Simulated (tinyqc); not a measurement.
# Hot electrons in a saturated n-channel MOSFET, lucky-electron model: what changes with what

Beyond pinch-off the lateral field grows as Esat cosh(y/l) over the velocity-saturated region (pseudo-two-dimensional model). Impact ionisation in this region gives the substrate current, which biases the body forward through Rsub. Currents are per width. Local-field laws: they overstate ionisation when the field peak is narrower than an energy relaxation length.

Inputs (values chosen for the exercise); values close to those of silicon n-channel devices:
- L = 1.2 um (channel length)
- tox = 28 nm (oxide thickness)
- xj = 380 nm (junction depth)
- VT = 0.75 V (threshold)
- mu = 300 cm^2/(V s) (effective mobility)
- vs = 9e6 cm/s (saturation velocity)
- Ai = 2e6 1/cm (ionisation prefactor)
- Bi = 1.69 MV/cm (ionisation field)
- Rd = 0 ohm um (resistance of the lightly doped drain)
- Rsub = 10000 ohm um (substrate resistance)
- kb = 0.21 (fall of VT per volt of forward body bias)
- m = 2.7 (lifetime exponent)
- Hl = 620 s uA/um (lifetime constant)
- Vd = 5.2 V (drain voltage)
- Vg = 2.4 V (gate voltage)

Constants: eps0 = 8.8541878128e-14 F/cm where lengths are in cm. Results are converted to the units shown.

Each table varies one quantity; the others keep the values above.

## Effect of the channel length

Cox = 3.9 eps0/tox, l = sqrt(3 tox xj), Esat = 2 vs/mu. Overdrive g = Vg - VT + kb Vb; Vdsat = g Esat L/(g + Esat L); Id = Cox vs (g - Vdsat); dV = Vd - Id Rd - Vdsat; Em = sqrt((dV/l)^2 + Esat^2); Isub = Id (Ai/Bi) l Em exp(-Bi/Em). Vb = Rsub Isub is solved self-consistently. Lifetime tau = (Hl/Id)(Isub/Id)^(-m); 1 year = 3.15576e7 s.

Results:
```
L (um)  Id (uA/um)  Em (MV/cm)  Isub (uA/um)   Isub/Id  tau (years)
0.6          57.59      0.2355        0.2191  0.003805        1.164
0.85         44.78      0.2293        0.1365  0.003048        2.725
1.7          25.50      0.2199       0.05449  0.002136        12.49
2.4          18.83      0.2167       0.03534  0.001877        24.00
3.4          13.71      0.2142       0.02323  0.001695        43.41
4.8          9.924      0.2124       0.01558  0.001570        73.71
```

Estimate the missing row, L = 1.2 um.

Computed row:
```
L (um)  Id (uA/um)  Em (MV/cm)  Isub (uA/um)   Isub/Id  tau (years)
1.2          34.15      0.2241       0.08586  0.002514        6.010
```

With this row back in the table: As L goes from 0.6 to 4.8 um, Em falls from 0.235 to 0.212 MV/cm, Isub falls from 0.219 to 0.0156 uA/um and tau rises from 1.16 to 73.7 years. From the first row to the last, log10(tau) changes by 1.8: 1.0 from (Isub/Id)^(-m), which holds Em and l, and 0.76 from 1/Id. At L = 0.6 um the saturated region takes over 60 % of L, so using the full L in Vdsat is rough.

## Effect of the gate voltage

Same model as above.

Effect of the gate voltage:
```
Vg (V)  Id (uA/um)  Em (MV/cm)  Isub (uA/um)   Isub/Id  tau (years)
0.9         0.3398      0.2891      0.006011   0.01769        3.114
1.44         6.700      0.2627       0.05989  0.008939       0.9970
1.98         19.93      0.2399       0.08805  0.004419        2.246
2.51         38.38      0.2202       0.08303  0.002164        8.022
3.05         61.81      0.2026       0.06304  0.001020        37.95
3.59         89.17      0.1869       0.04179  4.686e-4        214.7
4.12         119.3      0.1733       0.02540  2.130e-4         1350
4.66         152.7      0.1608       0.01419  9.292e-5         9895
5.2          188.7      0.1497      0.007451  3.949e-5      8.073e4
```

As Vg goes from 0.9 to 5.2 V, Em falls from 0.289 to 0.150 MV/cm, Isub goes from 0.00601 through a maximum of 0.0881 (at Vg = 1.98 V among the rows listed) to 0.00745 uA/um and tau goes from 3.11 through a minimum of 0.997 (at Vg = 1.44 V among the rows listed) to 80700 years. Id grows with Vg while the rising Vdsat lowers the field, hence the bell shape; the peak row has Vg/Vd = 0.38. For Vg = 4.12 to 5.2 V tau is a far extrapolation that only says that hot carriers are no limit.

## Effect of the drain voltage

Same model as above.

Results:
```
Vd (V)  Id (uA/um)  Em (MV/cm)  Isub (uA/um)   Isub/Id  tau (years)
3.2          34.14      0.1200      6.665e-5  1.952e-6      1.499e9
3.57         34.14      0.1384      4.957e-4  1.452e-5      6.651e6
3.94         34.14      0.1573      0.002448  7.170e-5      8.914e4
4.31         34.15      0.1766      0.008905  2.608e-4         2729
5.06         34.15      0.2166       0.06381  0.001869        13.39
5.43         34.16      0.2365        0.1347  0.003943        1.782
5.8          34.16      0.2566        0.2556  0.007482       0.3161
```

Estimate the missing row, Vd = 4.69 V.

Computed row:
```
Vd (V)  Id (uA/um)  Em (MV/cm)  Isub (uA/um)   Isub/Id  tau (years)
4.69         34.15      0.1967       0.02642  7.736e-4        144.9
```

With this row back in the table: As Vd goes from 3.2 to 5.8 V, Em rises from 0.120 to 0.257 MV/cm, Isub rises from 6.66e-5 to 0.256 uA/um and tau falls from 1.50e9 to 0.316 years. The slope of ln(tau) against 1/Vd is 167 V between the first two rows and 147 V between the last two; ten years are last met at Vd = 5.06 V among the rows. For Vd = 3.2 to 4.31 V tau is a far extrapolation that only says that hot carriers are no limit.

Program tinyqc, `OMP_NUM_THREADS=1 python tinyqc.py 2550012 2550013 out.jsonl`; Intel Xeon 2.30GHz, shared host, one thread, about 0.01 s.
